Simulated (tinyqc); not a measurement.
Mobility of a non-polar semiconductor in the relaxation-time approximation. Changing the carrier density n. Computed by tinyqc, a small Python program. Command: `OMP_NUM_THREADS=1 python tinyqc.py 3008071 3008072 out.jsonl rta sweep`. One thread of a shared host (Intel(R) Xeon(R) Processor @ 2.30GHz), about 0.04 s of CPU time with the checks.

Each valley is treated as a sphere of mass m_d for states and rates, with one isotropic relaxation time; the conductivity mass m_c sets the current.

Inputs (values chosen for the exercise, modelled on holes in silicon):

| quantity | value | unit |
|---|---|---|
| longitudinal mass m_l | 0.494 | m_0 |
| transverse mass m_t | 0.494 | m_0 |
| equivalent valleys Z | 1 | - |
| static permittivity eps_s | 11.7 | - |
| density rho | 2329 | kg/m^3 |
| sound velocity v_l | 8860 | m/s |
| acoustic deformation potential D_A | 5.1 | eV |
| phonon energy hbar w | 63.1 | meV |
| optical or intervalley deformation potential D_o | 9.6 | 1e8 eV/cm |
| final valleys Z_f | 1 | - |
| compensation ratio C | 0.13 | - |
| temperature T | 300 | K |
| neutral impurity density N_n | 1.6e+17 | 1/cm^3 |

Band: parabolic. Impurity formula: Brooks-Herring. Further scattering: neutral impurities.

Constants: k_B = 8.617333262e-05 eV/K; m_0 = 9.1093837015e-31 kg; e = 1.602176634e-19 C; hbar = 1.054571817e-34 J s; eps_0 = 8.8541878128e-12 F/m; k_B = 1.380649e-23 J/K; hbar = 6.582119569e-16 eV s.

Method:
- m_d = (m_l m_t^2)^(1/3); 1/m_c = (1/m_l + 2/m_t)/3; Hall mass factor A = 3 K_m (K_m + 2)/(2 K_m + 1)^2, K_m = m_l/m_t; N_I = n (1 + C)/(1 - C).
- Parabolic band: E = hbar^2 k^2/(2 m), speed v = hbar k/m, states per spin, volume and energy g(E) = m k/(2 pi^2 hbar^2). Here m = m_d. Masses are multiplied by m_0 and all formulas are in SI units.
- The reduced Fermi level eta = E_F/(k_B T) solves n = 2 Z int g f dE with f = 1/(1 + exp(x - eta)) (Z = 1 unless valleys are given); screening length L_s = sqrt(eps_s eps_0 k_B T/(e^2 dn/deta)), dn/deta = 2 Z int g f (1 - f) dE.
- Integrals over x = E/(k_B T) use 160 Gauss-Legendre points in u = sqrt(x) from 0 to sqrt(max(eta, 0) + 32).
- Phonon occupation N_q = 1/(exp(hbar w/(k_B T)) - 1).
- Acoustic deformation potential (elastic, equipartition, absorption and emission together): 1/tau = 2 pi k_B T D_A^2 g(E)/(hbar rho v_l^2).
- Optical or intervalley deformation potential: 1/tau = (pi Z_f D_o^2/(rho w)) [N_q g(E + hbar w) + (N_q + 1) g(E - hbar w)], with g = 0 below the band edge.
- Each optical term is multiplied by (1 - f(E'))/(1 - f(E)), E' the final energy, for Pauli blocking.
- Singly charged impurities, momentum relaxation: 1/tau = N_I e^4 m (1 + 2 alpha E) Phi/(8 pi (eps_s eps_0)^2 hbar^3 k^3), with alpha = 0 for a parabolic band.
- Brooks-Herring: Phi = ln(1 + b) - b/(1 + b), b = 4 k^2 L_s^2.
- Neutral impurities (Erginsoy): 1/tau = 20 N_n a_B hbar/m, a_B = 4 pi eps_s eps_0 hbar^2/(m e^2).
- mu = (m_d/m_c) (2 Z e/(3 n k_B T)) int g v^2 tau f (1 - f) dE.
- Averages over x are split at the emission threshold x_0 = hbar w/(k_B T): 64 Gauss-Legendre points in sqrt(x) below it and 128 in sqrt(x - x_0) above it, up to x = max(eta, 0) + 32.
- Rates are added at each energy before the average. With <y> = int g v^2 y f (1 - f) dE: Hall factor r_H = A (3 n k_B T/(2 Z m_d)) <tau^2/(1 + 2 alpha E)>/<tau>^2 (alpha = 0 for a parabolic band); Hall mobility r_H mu; |S| = (k_B/e) (<x tau>/<tau> - eta); resistivity 1/(n e mu).
- Matthiessen's rule adds 1/mu of the separate processes.

One run for each value:

| carrier density n (1/cm^3) | drift mobility mu (cm^2/(V s)) | resistivity (ohm cm) | Seebeck coefficient \|S\| (microvolt/K) | reduced Fermi level eta | Hall factor r_H | excess of Matthiessen's rule over the full mu (%) |
|---|---|---|---|---|---|---|
| 1.00e+14 | 896.2 | 6.964e+01 | 1138 | -11.38 | 1.214 | 13.09 |
| 4.60e+14 | 889.0 | 1.526e+01 | 1008 | -9.85 | 1.208 | 13.84 |
| 2.20e+15 | 864.8 | 3.281e+00 | 875 | -8.28 | 1.193 | 16.29 |
| 4.60e+16 | 669.2 | 2.028e-01 | 631 | -5.24 | 1.134 | 35.61 |
| 2.20e+17 | 472.1 | 6.009e-02 | 516 | -3.67 | 1.096 | 50.88 |
| 1.00e+18 | 292.7 | 2.132e-02 | 410 | -2.12 | 1.069 | 49.56 |
| 4.60e+18 | 175.9 | 7.713e-03 | 297 | -0.45 | 1.060 | 30.56 |
| 2.20e+19 | 110.5 | 2.568e-03 | 177 | 1.79 | 1.037 | 11.97 |
| 1.00e+20 | 71.3 | 8.751e-04 | 84 | 6.01 | 1.017 | 3.45 |

Give the missing row, carrier density n (1/cm^3) = 1.00e+16.

Computed row; columns: (1) carrier density n (1/cm^3); (2) drift mobility mu (cm^2/(V s)); (3) resistivity (ohm cm); (4) Seebeck coefficient |S| (microvolt/K); (5) reduced Fermi level eta; (6) Hall factor r_H; (7) excess of Matthiessen's rule over the full mu (%):
```
(1)         (2)        (3)  (4)    (5)    (6)    (7)
1.00e+16  801.4  7.788e-01  751  -6.77  1.168  22.65
```

Interpolating between the two neighbouring rows (the first column on a logarithmic scale, the others too where they are positive) misses most in excess of Matthiessen's rule over the full mu (%), by 6.2 %. Over the rows, drift mobility mu (cm^2/(V s)) falls from 896 to 71.3 (exponent d ln y / d ln x -0.0053 between the first rows and -0.29 between the last); resistivity (ohm cm) falls from 69.6 to 8.75e-4 (exponent d ln y / d ln x -0.99 between the first rows and -0.71 between the last); Seebeck coefficient |S| (microvolt/K) falls from 1140 to 84.5 (exponent d ln y / d ln x -0.080 between the first rows and -0.49 between the last). At the low end the exponent of resistivity is -0.99, close to -1: the mobility is nearly constant there, so the resistivity follows 1/n. The mobility has fallen to half its first value between 2.20e17 and 1.00e18 per cm^3. The Fermi level enters the band between 4.60e18 and 2.20e19 per cm^3. While the gas is classical |S| falls by k_B/e ln 10 = 198 microvolt/K per decade if the scattering stays the same; between the first two rows it falls by 197 per decade. The Hall factor peaks at 1.21.

Caution (all rows): Erginsoy's formula holds for k a_B below about 0.5 and for dopants that stay neutral, which means low temperature; elsewhere it is only a rough constant rate. Caution (rows 4.60e18, 2.20e19, 1.00e20): above a few 1e18 per cm^3 the Born approximation, static screening and an unperturbed band are rough; measured mobilities are usually lower.

Extremes, crossings and ranges named in words are read from the listed rows.
